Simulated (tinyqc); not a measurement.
Inside a calculation. Method: Jacobi rotations on a symmetric matrix. One step of it, computed by the program tinyqc.

Task: Jacobi rotation 2. Take the largest off-diagonal element A_pq; tan 2 theta = 2 A_pq / (A_qq - A_pp) with |theta| <= pi/4; A' = J^T A J with J_pp = J_qq = cos, J_pq = sin, J_qp = -sin.

A', lower triangle:
```
           1         2         3
1   0.705000
2  -0.352318  1.165609
3  -0.215565  0.000000  2.479391
```

Give: p, q, theta; A'.

Result:

p, q, theta (rad): 1.0000  2.0000  -0.4959

A', lower triangle:
```
         1       2       3
1   0.5144
2   0.0000  1.3562
3  -0.1896  0.1026  2.4794
```
